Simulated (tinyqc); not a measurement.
Inside a calculation. Model: single-oscillator infrared dielectric function of a polar cubic crystal. Computed by tinyqc, a small Python program that keeps every step. Command: `OMP_NUM_THREADS=1 python tinyqc.py 3015115 3015116 out.jsonl infrared walk`. One thread of a shared host (Intel(R) Xeon(R) Processor @ 2.30GHz), about 0.01 s of CPU time with the checks. Intermediate numbers are printed to about 5 digits and carried at full precision; extremes and crossings named in words are read from the listed rows.

One ion pair, charges +Z* and -Z*, in a cell of volume Omega = a^3/4. Frequencies omega are given as wavenumbers (1/cm); eps_s is the static dielectric constant.

Inputs (values chosen for the exercise, modelled on gallium arsenide):
```
quantity,value,unit
lattice constant a,5.653,angstrom
mass M_A,69.72,u
mass M_B,74.92,u
omega_TO,267,1/cm
Born charge Z*,2.12,e
eps_inf,10.6,-
phonon damping gamma,3,1/cm
probe frequency / omega_TO,0.851,-
carrier density N,4.4e+17,1/cm^3
carrier mass m*,0.065,m_0
carrier mobility,2500,cm^2/(V s)
```

Structure: zinc blende. Free carriers: present.

Constants: nu for 1 eV/(angstrom^2 u) = 15.6333042 THz; 1 THz = 33.35640952 1/cm; e^2/(4 pi eps_0) = 14.39964548 eV angstrom; e = 1.602176634e-19 C; eps_0 = 8.8541878128e-12 F/m; m_0 = 9.1093837015e-31 kg; c = 299792458 m/s.

## LO frequency and static constant from the Born charge

mu = M_A M_B/(M_A + M_B); ionic plasma term W^2 = 4 pi Z*^2 (e^2/(4 pi eps_0))/(Omega mu) in eV/(angstrom^2 u), turned into 1/cm by W = 15.6333042 x 33.35640952 x sqrt(W^2); omega_LO^2 = omega_TO^2 + W^2/eps_inf; eps_s = eps_inf + W^2/omega_TO^2; Szigeti charge 3 Z*/(eps_inf + 2); longitudinal (Callen) charge Z*/eps_inf.

reduced mass mu = 36.113 u

W = 368.23 1/cm

omega_LO = 289.97 1/cm

eps_s = 12.502

Szigeti charge = 0.50476 e

Callen charge = 0.2 e

omega_LO/omega_TO = 1.086; the ions supply 15 % of eps_s.

## Plasma frequency and its damping

omega_p^2 = N e^2/(eps_0 eps_inf m*), gamma_p = e/(m* x mobility), both divided by 2 pi c (c in cm/s) to give 1/cm. m* is held constant, though in narrow-gap crystals it rises with N at high doping.

omega_p = 239.34 1/cm

gamma_p = 57.460 1/cm

## Coupled plasmon-LO modes

Without damping eps(omega) = 0 gives omega^4 - (omega_LO^2 + omega_p^2) omega^2 + omega_p^2 omega_TO^2 = 0, with roots L- and L+.

lower coupled mode L- = 201.19 1/cm

upper coupled mode L+ = 317.63 1/cm

omega_p is within a factor 2 of omega_LO; the modes mix most strongly where the two are close.

## Coupled modes against carrier density

omega_p^2 = N e^2/(eps_0 eps_inf m*), divided by 2 pi c; the limits are omega_p sqrt(eps_inf/eps_s) for L- at small N and omega_p for L+ at large N.

Frequencies (1/cm):
```
N (1/cm^3),omega_p,L-,L+,omega_p sqrt(eps_inf/eps_s)
1.00e+16,36.1,33.18,290.3,33.2
3.00e+16,62.5,57.33,291.0,57.5
1.00e+17,114.1,103.67,293.9,105.1
3.00e+17,197.6,172.75,305.4,182.0
1.00e+18,360.8,245.49,392.4,332.2
3.00e+18,624.9,261.85,637.2,575.4
1.00e+19,1141.0,265.62,1146.9,1050.6
3.00e+19,1976.3,266.56,1979.5,1819.7
```

L+ starts at 290.3 (omega_LO = 290.0) and L- ends at 266.6 (omega_TO = 267.0); neither enters the band between omega_TO and omega_LO. omega_p passes omega_LO between N = 3e17 and 1e18 per cm^3, where the modes repel each other. At the lowest N, L- is 0.999 of the plasmon screened by eps_s.

## Optical constants at the probe frequency

eps(omega) = eps_inf + W^2/(omega_TO^2 - omega^2 - i gamma omega) - eps_inf omega_p^2/(omega^2 + i gamma_p omega); n + i k = sqrt(eps) with k >= 0; R = |(n + i k - 1)/(n + i k + 1)|^2 at normal incidence from vacuum. omega is the probe ratio times omega_TO. Intensity decays over 1/(4 pi omega k); the loss function is Im(-1/eps).

omega = 227.217 1/cm

Re eps = 6.4344

Im eps = 3.0342

n = 2.6027

k = 0.58289

reflectivity R = 0.21836

penetration depth of the intensity = 6.0084 micrometre

loss function = 0.059956

Re eps is positive, but k is a large share of n: the wave is absorbed within about a wavelength.

## Spectrum around the optical phonon

The loss function is Im(-1/eps).

Spectrum:
```
omega (1/cm),Re eps,Im eps,R,Im(-1/eps)
134,-15.421,12.267,0.75227,0.031593
227,6.3802,3.0393,0.21739,0.060854
259,33.134,7.6678,0.50263,0.0066292
267,2.4598,171.04,0.80461,0.0058455
273,-36.539,11.586,0.90814,0.0078851
278,-19.124,4.6442,0.90297,0.011992
285,-10.130,2.6140,0.86728,0.023883
290,-6.8829,2.0920,0.82442,0.040424
296,-4.3590,1.7468,0.74806,0.079212
307,-1.5206,1.4015,0.49139,0.32773
333,1.8607,1.0038,0.049661,0.22457
435,6.2966,0.42931,0.18566,0.010778
725,9.1536,0.092411,0.25319,0.0011028
```

R peaks among these rows at 273 per cm with 0.91 and is lowest, 0.050, at 333; far above omega_LO it tends to ((sqrt(eps_inf) - 1)/(sqrt(eps_inf) + 1))^2 = 0.281. Im eps is largest at 267 and the loss function at 307; the free carriers add absorption and shift the longitudinal modes. Re eps is negative in some rows, where R averages 0.78.

Checks made by the program: Lyddane-Sachs-Teller relation eps_s/eps_inf = (omega_LO/omega_TO)^2 (relative difference below 1e-10); L- L+ = omega_p omega_TO (relative difference below 1e-10).
